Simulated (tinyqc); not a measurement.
RKS/BLYP in the sto-3g basis, for H6, spin multiplicity 1, step by step. Computed by tinyqc, a small Python program that keeps every step (integrals from PySCF). Settings: charge = 0, multiplicity = 1, basis = sto-3g, energy threshold = 1e-08, iteration cap = 78, orthogonalisation = symmetric, start = atomic densities, DIIS depth = 8, DIIS from iteration = 3, method = RKS, functional = blyp, grid = [20, 26]. Command: `OMP_NUM_THREADS=1 python tinyqc.py 24487 24488 out.jsonl` (the two numbers bound the seeds that draw the settings). One thread of a shared host (Intel(R) Xeon(R) Processor @ 2.60GHz), about 0.7 s of CPU time with the checks. Later iterations appear only in the table of the cycle.

## One-electron integrals

Geometry (angstrom):
```
atom       x       y       z
H     0.0000  0.0000  0.0000
H     0.0000  0.0000  1.3130
H     0.0000  0.0000  3.0590
H     0.0000  0.0000  4.3720
H     0.0000  0.0000  6.1170
H     0.0000  0.0000  7.4300
```

Basis sto-3g: exponents (1/bohr^2) and contraction coefficients of normalised primitives:
```
element  l (shell)  exponent  coefficient
H            s (1)    3.4253       0.1543
H            s (1)    0.6239       0.5353
H            s (1)    0.1689       0.4446
```

Overlap, kinetic and nuclear-attraction integrals over the contracted functions; the nuclear repulsion is the sum of Za Zb / Rab.

nuclear repulsion = 3.103992 hartree

overlap S, lower triangle:
```
        1H 1s   2H 1s   3H 1s   4H 1s   5H 1s   6H 1s
1H 1s  1.0000
2H 1s  0.3332  1.0000
3H 1s  0.0161  0.1784  1.0000
4H 1s  0.0007  0.0161  0.3332  1.0000
5H 1s  0.0000  0.0002  0.0161  0.1786  1.0000
6H 1s  0.0000  0.0000  0.0007  0.0161  0.3332  1.0000
```

kinetic energy T (hartree), lower triangle:
```
         1H 1s    2H 1s    3H 1s    4H 1s   5H 1s   6H 1s
1H 1s   0.7600
2H 1s   0.0317   0.7600
3H 1s  -0.0061  -0.0044   0.7600
4H 1s  -0.0005  -0.0061   0.0317   0.7600
5H 1s   0.0000  -0.0002  -0.0061  -0.0044  0.7600
6H 1s   0.0000   0.0000  -0.0005  -0.0061  0.0317  0.7600
```

nuclear attraction V (hartree), lower triangle:
```
         1H 1s    2H 1s    3H 1s    4H 1s    5H 1s    6H 1s
1H 1s  -2.0778
2H 1s  -0.6451  -2.2984
3H 1s  -0.0288  -0.3437  -2.3959
4H 1s  -0.0012  -0.0300  -0.7089  -2.3960
5H 1s   0.0000  -0.0004  -0.0301  -0.3444  -2.2986
6H 1s   0.0000   0.0000  -0.0012  -0.0289  -0.6451  -2.0779
```

core Hamiltonian H = T + V (hartree), lower triangle:
```
         1H 1s    2H 1s    3H 1s    4H 1s    5H 1s    6H 1s
1H 1s  -1.3178
2H 1s  -0.6134  -1.5384
3H 1s  -0.0349  -0.3482  -1.6358
4H 1s  -0.0017  -0.0362  -0.6772  -1.6360
5H 1s   0.0000  -0.0005  -0.0362  -0.3488  -1.5386
6H 1s   0.0000   0.0000  -0.0017  -0.0350  -0.6135  -1.3179
```

## Two-electron integrals

Functions are numbered as in S; the eight-fold symmetry (ij|kl) = (ji|kl) = (kl|ij) leaves the list below.

Two-electron integrals (ij|kl) in chemists' order, unique and non-zero (hartree):
```
(11|11) 0.7746     (21|11) 0.1887     (21|21) 0.0658     (22|11) 0.3883
(22|21) 0.1887     (22|22) 0.7746     (31|11) 0.0057     (31|21) 0.0024
(31|22) 0.0087     (31|31) 1.19e-04   (32|11) 0.0443     (32|21) 0.0208
(32|22) 0.0893     (32|31) 0.0013     (32|32) 0.0172     (33|11) 0.1730
(33|21) 0.0744     (33|22) 0.3005     (33|31) 0.0057     (33|32) 0.0893
(33|33) 0.7746     (41|11) 1.63e-04   (41|21) 7.37e-05   (41|22) 3.00e-04
(41|31) 4.55e-06   (41|32) 5.78e-05   (41|33) 3.00e-04   (41|41) 1.99e-07
(42|11) 0.0031     (42|21) 0.0014     (42|22) 0.0057     (42|31) 9.41e-05
(42|32) 0.0013     (42|33) 0.0087     (42|41) 4.55e-06   (42|42) 1.19e-04
(43|11) 0.0477     (43|21) 0.0196     (43|22) 0.0744     (43|31) 0.0014
(43|32) 0.0208     (43|33) 0.1887     (43|41) 7.37e-05   (43|42) 0.0024
(43|43) 0.0658     (44|11) 0.1210     (44|21) 0.0477     (44|22) 0.1730
(44|31) 0.0031     (44|32) 0.0443     (44|33) 0.3883     (44|41) 1.63e-04
(44|42) 0.0057     (44|43) 0.1887     (44|44) 0.7746     (51|11) 4.33e-07
(51|21) 1.85e-07   (51|22) 7.40e-07   (51|31) 1.31e-08   (51|32) 1.90e-07
(51|33) 1.38e-06   (51|42) 1.83e-08   (51|43) 3.88e-07   (51|44) 9.18e-07
(52|11) 2.78e-05   (52|21) 1.14e-05   (52|22) 4.32e-05   (52|31) 7.81e-07
(52|32) 1.15e-05   (52|33) 9.51e-05   (52|41) 4.10e-08   (52|42) 1.27e-06
(52|43) 3.30e-05   (52|44) 9.50e-05   (52|52) 1.72e-08   (53|11) 0.0019
(53|21) 0.0007     (53|22) 0.0027     (53|31) 4.75e-05   (53|32) 0.0007
(53|33) 0.0057     (53|41) 2.46e-06   (53|42) 8.04e-05   (53|43) 0.0024
(53|44) 0.0087     (53|51) 1.31e-08   (53|52) 1.27e-06   (53|53) 1.20e-04
(54|11) 0.0181     (54|21) 0.0069     (54|22) 0.0243     (54|31) 4.22e-04
(54|32) 0.0057     (54|33) 0.0444     (54|41) 2.11e-05   (54|42) 0.0007
(54|43) 0.0209     (54|44) 0.0895     (54|51) 1.10e-07   (54|52) 1.15e-05
(54|53) 0.0013     (54|54) 0.0172     (55|11) 0.0865     (55|21) 0.0324
(55|22) 0.1102     (55|31) 0.0019     (55|32) 0.0242     (55|33) 0.1730
(55|41) 8.98e-05   (55|42) 0.0027     (55|43) 0.0744     (55|44) 0.3007
(55|51) 4.33e-07   (55|52) 4.32e-05   (55|53) 0.0057     (55|54) 0.0895
(55|55) 0.7746     (61|33) 5.75e-09   (61|44) 5.75e-09   (62|11) 3.03e-07
(62|21) 1.19e-07   (62|22) 4.33e-07   (62|31) 7.71e-09   (62|32) 1.10e-07
(62|33) 9.18e-07   (62|42) 1.31e-08   (62|43) 3.88e-07   (62|44) 1.38e-06
(62|53) 1.84e-08   (62|54) 1.90e-07   (62|55) 7.40e-07   (63|11) 6.73e-05
(63|21) 2.58e-05   (63|22) 9.00e-05   (63|31) 1.56e-06   (63|32) 2.11e-05
(63|33) 1.64e-04   (63|41) 7.79e-08   (63|42) 2.46e-06   (63|43) 7.39e-05
(63|44) 3.01e-04   (63|52) 4.11e-08   (63|53) 4.57e-06   (63|54) 5.80e-05
(63|55) 3.01e-04   (63|63) 2.00e-07   (64|11) 0.0015     (64|21) 0.0005
(64|22) 0.0019     (64|31) 3.23e-05   (64|32) 4.22e-04   (64|33) 0.0031
(64|41) 1.56e-06   (64|42) 4.75e-05   (64|43) 0.0014     (64|44) 0.0057
(64|51) 7.72e-09   (64|52) 7.83e-07   (64|53) 9.45e-05   (64|54) 0.0013
(64|55) 0.0087     (64|62) 1.31e-08   (64|63) 4.57e-06   (64|64) 1.20e-04
(65|11) 0.0261     (65|21) 0.0096     (65|22) 0.0324     (65|31) 0.0005
(65|32) 0.0069     (65|33) 0.0478     (65|41) 2.57e-05   (65|42) 0.0007
(65|43) 0.0196     (65|44) 0.0744     (65|51) 1.19e-07   (65|52) 1.14e-05
(65|53) 0.0014     (65|54) 0.0209     (65|55) 0.1887     (65|62) 1.85e-07
(65|63) 7.39e-05   (65|64) 0.0024     (65|65) 0.0658     (66|11) 0.0712
(66|21) 0.0261     (66|22) 0.0865     (66|31) 0.0015     (66|32) 0.0181
(66|33) 0.1211     (66|41) 6.71e-05   (66|42) 0.0019     (66|43) 0.0478
(66|44) 0.1730     (66|51) 3.03e-07   (66|52) 2.78e-05   (66|53) 0.0031
(66|54) 0.0444     (66|55) 0.3883     (66|62) 4.33e-07   (66|63) 1.64e-04
(66|64) 0.0057     (66|65) 0.1887     (66|66) 0.7746
```

## Orthogonalisation

S = U s U^T; symmetric (Loewdin) form X = U s^(-1/2) U^T, so that X^T S X = 1.

eigenvalues of S: 0.5523  0.6429  0.7578  1.1979  1.3565  1.4926

X, lower triangle:
```
         1H 1s    2H 1s    3H 1s    4H 1s    5H 1s   6H 1s
1H 1s   1.0459
2H 1s  -0.1821   1.0598
3H 1s   0.0170  -0.1010   1.0604
4H 1s  -0.0032   0.0173  -0.1850   1.0604
5H 1s   0.0003  -0.0017   0.0173  -0.1012   1.0598
6H 1s  -0.0001   0.0003  -0.0032   0.0171  -0.1821  1.0459
```

## Starting guess

The start is atomic minimal-basis densities projected into this basis (PySCF's MINAO start) and scaled to the electron count of each spin; this density is not idempotent, so its energy is not variational and may lie below the converged one.

D at the start, lower triangle:
```
        1H 1s   2H 1s   3H 1s   4H 1s   5H 1s   6H 1s
1H 1s  0.9704
2H 1s  0.0886  0.9563
3H 1s  0.0097  0.0753  0.9571
4H 1s  0.0010  0.0092  0.0891  0.9571
5H 1s  0.0002  0.0025  0.0092  0.0753  0.9563
6H 1s  0.0000  0.0002  0.0011  0.0097  0.0886  0.9704
```

## Iteration 1: exchange-correlation on the grid

Becke grid with 20 radial and 26 angular points per atom, points of zero weight dropped. rho = sum D_ij phi_i phi_j; V_xc,ij = sum w v_xc phi_i phi_j plus the gradient terms; v_xc is d(rho eps)/d rho at fixed gradient.

The 8 grid points with the largest w rho, of 3068 (bohr, atomic units):
```
x            y        z       w     rho  |grad rho|^2   eps_xc     v_xc
0.0000  0.0000   1.2510  0.1551  0.0597      4.69e-06  -0.3198  -0.4220
0.0000  0.0000  12.7897  0.1551  0.0597      4.68e-06  -0.3198  -0.4220
0.0000  0.0000   1.2302  0.1544  0.0597      1.33e-05  -0.3198  -0.4220
0.0000  0.0000  12.8105  0.1544  0.0597      1.33e-05  -0.3198  -0.4220
0.0000  0.0000   7.0317  0.1548  0.0595      8.34e-06  -0.3194  -0.4214
0.0000  0.0000   7.0109  0.1548  0.0595      8.36e-06  -0.3194  -0.4214
0.0000  0.0000   0.9290  0.1205  0.0749        0.0114  -0.3614  -0.4384
0.0000  0.0000  13.1117  0.1205  0.0749        0.0115  -0.3614  -0.4384
```

electrons on the grid, sum of w rho = 5.9969

E_xc = sum of w rho eps_xc = -2.030226 hartree

V_xc (hartree), lower triangle:
```
         1H 1s    2H 1s    3H 1s    4H 1s    5H 1s    6H 1s
1H 1s  -0.4325
2H 1s  -0.1233  -0.4346
3H 1s  -0.0048  -0.0573  -0.4346
4H 1s  -0.0002  -0.0048  -0.1233  -0.4346
5H 1s   0.0000  -0.0001  -0.0048  -0.0574  -0.4346
6H 1s   0.0000   0.0000  -0.0002  -0.0048  -0.1233  -0.4325
```

## Iteration 1: building the Kohn-Sham matrix

J_ij = sum D_kl (ij|kl); F = H + J + V_xc; E = tr D H + tr D J / 2 + E_xc + E_nn.

Coulomb J (hartree), lower triangle:
```
        1H 1s   2H 1s   3H 1s   4H 1s   5H 1s   6H 1s
1H 1s  1.6124
2H 1s  0.5578  1.8299
3H 1s  0.0264  0.3092  1.9270
4H 1s  0.0011  0.0276  0.6211  1.9272
5H 1s  0.0000  0.0003  0.0277  0.3098  1.8301
6H 1s  0.0000  0.0000  0.0011  0.0265  0.5578  1.6125
```

Kohn-Sham matrix F (hartree), lower triangle:
```
         1H 1s    2H 1s    3H 1s    4H 1s    5H 1s    6H 1s
1H 1s  -0.1379
2H 1s  -0.1790  -0.1430
3H 1s  -0.0133  -0.0962  -0.1434
4H 1s  -0.0008  -0.0133  -0.1794  -0.1434
5H 1s   0.0000  -0.0003  -0.0134  -0.0964  -0.1430
6H 1s   0.0000   0.0000  -0.0008  -0.0133  -0.1790  -0.1379
```

total energy of this density = -2.642575 hartree

This density is the starting one; it is not idempotent, so its energy is not variational and may lie below the converged one.

## Iteration 1: diagonalisation and new density

Diagonalise F' = X^T F X, C = X C', fill 3 alpha and 3 beta electrons from the bottom; D = 2 C_occ C_occ^T. Each column has its largest component positive (the first on a tie).

F' = X^T F X (hartree), lower triangle:
```
         1        2        3        4        5        6
1  -0.0873
2  -0.1523  -0.0774
3   0.0165  -0.0855  -0.0769
4  -0.0039   0.0169  -0.1554  -0.0769
5   0.0005  -0.0020   0.0169  -0.0857  -0.0773
6  -0.0001   0.0005  -0.0039   0.0166  -0.1523  -0.0873
```

orbital energies (hartree): MO1 -0.2776, MO2 -0.2448, MO3 -0.2009, MO4 -0.0066, MO5 0.0795, MO6 0.1674

coefficients C:
```
          MO1      MO2      MO3      MO4      MO5      MO6
1H 1s  0.2276   0.4072  -0.4055  -0.5091  -0.5895  -0.3725
2H 1s  0.3215   0.4368  -0.2689   0.3404   0.6359   0.5292
3H 1s  0.4235   0.1127   0.4248   0.5334  -0.1644  -0.6967
4H 1s  0.4238  -0.1124   0.4246  -0.5332  -0.1639   0.6971
5H 1s  0.3223  -0.4360  -0.2692  -0.3407   0.6349  -0.5303
6H 1s  0.2281  -0.4065  -0.4060   0.5095  -0.5886   0.3732
```

D after iteration 1, lower triangle:
```
         1H 1s    2H 1s    3H 1s    4H 1s   5H 1s   6H 1s
1H 1s   0.7641
2H 1s   0.7201   0.7329
3H 1s  -0.0600   0.1423   0.7451
4H 1s  -0.2430  -0.0540   0.6943   0.7450
5H 1s   0.0100  -0.0288  -0.0541   0.1425  0.7329
6H 1s   0.1021   0.0100  -0.2434  -0.0601  0.7201  0.7641
```

## Iteration 2: exchange-correlation on the grid

As before.

The 8 grid points with the largest w rho, of 3068 (bohr, atomic units):
```
x            y        z       w     rho  |grad rho|^2   eps_xc     v_xc
0.0000  0.0000   1.2510  0.1551  0.0833      1.34e-07  -0.3557  -0.4692
0.0000  0.0000  12.7897  0.1551  0.0833      1.30e-07  -0.3557  -0.4692
0.0000  0.0000   1.2302  0.1544  0.0833      1.49e-05  -0.3557  -0.4692
0.0000  0.0000  12.8105  0.1544  0.0833      1.50e-05  -0.3557  -0.4692
0.0000  0.0000   7.0317  0.1548  0.0817      4.47e-06  -0.3535  -0.4664
0.0000  0.0000   7.0109  0.1548  0.0817      4.52e-06  -0.3535  -0.4664
0.0000  0.0000   0.9290  0.1205  0.0951        0.0069  -0.3781  -0.4818
0.0000  0.0000  13.1117  0.1205  0.0951        0.0069  -0.3781  -0.4818
```

electrons on the grid, sum of w rho = 6.0001

E_xc = sum of w rho eps_xc = -1.955962 hartree

V_xc (hartree), lower triangle:
```
         1H 1s    2H 1s    3H 1s    4H 1s    5H 1s    6H 1s
1H 1s  -0.4283
2H 1s  -0.1268  -0.4293
3H 1s  -0.0048  -0.0559  -0.4298
4H 1s  -0.0002  -0.0048  -0.1265  -0.4298
5H 1s   0.0000  -0.0001  -0.0048  -0.0560  -0.4293
6H 1s   0.0000   0.0000  -0.0002  -0.0048  -0.1268  -0.4283
```

## Iteration 2: building the Kohn-Sham matrix

As before.

Coulomb J (hartree), lower triangle:
```
        1H 1s   2H 1s   3H 1s   4H 1s   5H 1s   6H 1s
1H 1s  1.6052
2H 1s  0.5601  1.8156
3H 1s  0.0263  0.3054  1.9112
4H 1s  0.0011  0.0275  0.6218  1.9114
5H 1s  0.0000  0.0003  0.0276  0.3060  1.8158
6H 1s  0.0000  0.0000  0.0011  0.0264  0.5602  1.6053
```

Kohn-Sham matrix F (hartree), lower triangle:
```
         1H 1s    2H 1s    3H 1s    4H 1s    5H 1s    6H 1s
1H 1s  -0.1410
2H 1s  -0.1801  -0.1520
3H 1s  -0.0135  -0.0986  -0.1543
4H 1s  -0.0008  -0.0135  -0.1820  -0.1544
5H 1s   0.0000  -0.0003  -0.0135  -0.0988  -0.1521
6H 1s   0.0000   0.0000  -0.0008  -0.0135  -0.1801  -0.1410
```

total energy of this density = -3.146539 hartree

## Iteration 2: diagonalisation and new density

As before.

F' = X^T F X (hartree), lower triangle:
```
         1        2        3        4        5        6
1  -0.0906
2  -0.1513  -0.0868
3   0.0166  -0.0862  -0.0881
4  -0.0039   0.0169  -0.1542  -0.0881
5   0.0005  -0.0021   0.0169  -0.0863  -0.0867
6  -0.0001   0.0005  -0.0039   0.0166  -0.1513  -0.0906
```

orbital energies (hartree): MO1 -0.2865, MO2 -0.2508, MO3 -0.2073, MO4 -0.0158, MO5 0.0720, MO6 0.1574

coefficients C:
```
          MO1      MO2      MO3      MO4      MO5      MO6
1H 1s  0.2122   0.3989  -0.4076  -0.5097  -0.5938  -0.3804
2H 1s  0.3164   0.4428  -0.2835   0.3266   0.6321   0.5329
3H 1s  0.4353   0.1193   0.4131   0.5414  -0.1634  -0.6895
4H 1s  0.4356  -0.1187   0.4129  -0.5411  -0.1629   0.6899
5H 1s  0.3173  -0.4420  -0.2838  -0.3269   0.6311  -0.5340
6H 1s  0.2128  -0.3982  -0.4080   0.5102  -0.5929   0.3812
```

D after iteration 2, lower triangle:
```
         1H 1s    2H 1s    3H 1s    4H 1s   5H 1s   6H 1s
1H 1s   0.7406
2H 1s   0.7187   0.7531
3H 1s  -0.0569   0.1468   0.7487
4H 1s  -0.2465  -0.0636   0.6920   0.7486
5H 1s   0.0134  -0.0297  -0.0637   0.1470  0.7531
6H 1s   0.1052   0.0134  -0.2469  -0.0570  0.7186  0.7406
```

## Iteration 6 (converged): orbitals

converged F (hartree), lower triangle:
```
         1H 1s    2H 1s    3H 1s    4H 1s    5H 1s    6H 1s
1H 1s  -0.1433
2H 1s  -0.1802  -0.1502
3H 1s  -0.0134  -0.0983  -0.1522
4H 1s  -0.0008  -0.0135  -0.1813  -0.1522
5H 1s   0.0000  -0.0003  -0.0135  -0.0984  -0.1502
6H 1s   0.0000   0.0000  -0.0008  -0.0135  -0.1802  -0.1433
```

As before.

F' = X^T F X (hartree), lower triangle:
```
         1        2        3        4        5        6
1  -0.0930
2  -0.1513  -0.0848
3   0.0166  -0.0862  -0.0860
4  -0.0039   0.0169  -0.1542  -0.0859
5   0.0005  -0.0021   0.0169  -0.0863  -0.0848
6  -0.0001   0.0005  -0.0039   0.0166  -0.1513  -0.0930
```

orbital energies (hartree): MO1 -0.2851, MO2 -0.2507, MO3 -0.2070, MO4 -0.0154, MO5 0.0720, MO6 0.1588

coefficients C:
```
          MO1      MO2      MO3      MO4      MO5      MO6
1H 1s  0.2199   0.4040  -0.4084  -0.5093  -0.5904  -0.3757
2H 1s  0.3186   0.4387  -0.2746   0.3338   0.6349   0.5318
3H 1s  0.4297   0.1169   0.4183   0.5374  -0.1649  -0.6930
4H 1s  0.4300  -0.1164   0.4181  -0.5371  -0.1644   0.6934
5H 1s  0.3194  -0.4379  -0.2749  -0.3341   0.6340  -0.5329
6H 1s  0.2205  -0.4033  -0.4088   0.5097  -0.5895   0.3764
```

D after iteration 6, lower triangle:
```
         1H 1s    2H 1s    3H 1s    4H 1s   5H 1s   6H 1s
1H 1s   0.7568
2H 1s   0.7189   0.7388
3H 1s  -0.0583   0.1466   0.7466
4H 1s  -0.2464  -0.0577   0.6922   0.7465
5H 1s   0.0112  -0.0297  -0.0578   0.1468  0.7387
6H 1s   0.1051   0.0112  -0.2468  -0.0584  0.7188  0.7568
```

## Convergence

Stop when the energy changes by less than 1e-08 hartree and every element of the error matrix X^T (F D S - S D F) X is below 3e-05.

Course of the cycle:
```
iteration  E (hartree)     change  largest element of the error matrix
1            -2.642575          -                             4.05e-03
2            -3.146539  -5.04e-01                             5.89e-03
3            -3.146389   1.50e-04                             1.31e-02
4            -3.145683   7.06e-04                             2.76e-02
5            -3.146597  -9.14e-04                             4.75e-05
6            -3.146597  -9.76e-09                             6.15e-06
```

PySCF RKS in the same basis, fine grid = -3.147636 hartree

Converged in 6 iterations. The coarse grid moves the energy by +1.04e-03 hartree.

## Populations, bond orders and dipole

Mulliken: Z minus the diagonal of D S on the atom; Loewdin: the same with S^(1/2) D S^(1/2); Mayer order: 2 sum_s sum (D(s) S)_ij (D(s) S)_ji over the two atoms.

Charges (e):
```
atom  Mulliken  Loewdin
1H      0.0048   0.0039
2H     -0.0035  -0.0026
3H     -0.0013  -0.0013
4H     -0.0013  -0.0012
5H     -0.0035  -0.0026
6H      0.0048   0.0039
```

Mayer bond orders:
```
pair     order
2-1     0.9255
3-1   8.38e-07
3-2     0.0734
4-1     0.0635
4-2   7.01e-06
4-3     0.8629
5-1   6.98e-07
5-2     0.0011
5-3   7.01e-06
5-4     0.0736
6-1     0.0110
6-2   6.87e-07
6-3     0.0637
6-4   8.73e-07
6-5     0.9253
```

dipole moment about the origin, x y z (debye): 0.0000  0.0000  0.0002
